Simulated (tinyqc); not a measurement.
Raising U: Hubbard chain of 2 sites, mean field against exact. Computed by the program tinyqc. 

one-body matrix (hopping and site energies) (eV):
```
         1        2
1   0.0000  -1.4700
2  -1.4700   0.0000
```

electrons, up and down: 1  1

Collinear unrestricted mean field (the lowest of 40 random starts) against exact diagonalisation.

Exact and mean-field results (eV):

| U | U/t | E exact | E mean field | mean \|n_up - n_down\| | double occupancy, exact | first gap in the sector |
|---|---|---|---|---|---|---|
| 0.730 | 0.497 | -2.59757 | -2.57500 | 0.000 | 0.219 | 2.598 |
| 1.470 | 1.000 | -2.29548 | -2.20500 | 0.000 | 0.189 | 2.295 |
| 2.940 | 2.000 | -1.81702 | -1.47000 | 5.18e-04 | 0.138 | 1.817 |
| 4.410 | 3.000 | -1.47000 | -0.98000 | 0.745 | 0.100 | 1.470 |
| 5.880 | 4.000 | -1.21779 | -0.73500 | 0.866 | 0.073 | 1.218 |
| 8.820 | 6.000 | -0.89016 | -0.49000 | 0.943 | 0.042 | 0.890 |
| 11.760 | 8.000 | -0.69404 | -0.36750 | 0.968 | 0.026 | 0.694 |
| 17.640 | 12.000 | -0.47710 | -0.24500 | 0.986 | 0.013 | 0.477 |
| 29.400 | 20.000 | -0.29112 | -0.14700 | 0.995 | 4.85e-03 | 0.291 |

In absolute terms mean field is worst at U/t = 3.0, 0.490 eV too high: at small U it is nearly exact, and at large U it misses only exchange-scale energies. For the symmetric dimer the instability lies at U = 2t. Its local moments set in at U/t = 3.0 of those listed, a broken symmetry that the exact state of a finite cluster with equal spins does not have. Relative to the exact energy its error is 0.9 % at the smallest U, 50 % at most and 50 % at the largest. The double occupancy falls from 0.219 to 0.005; at the largest U the first gap is 0.99 times the exchange scale 4t^2/U.
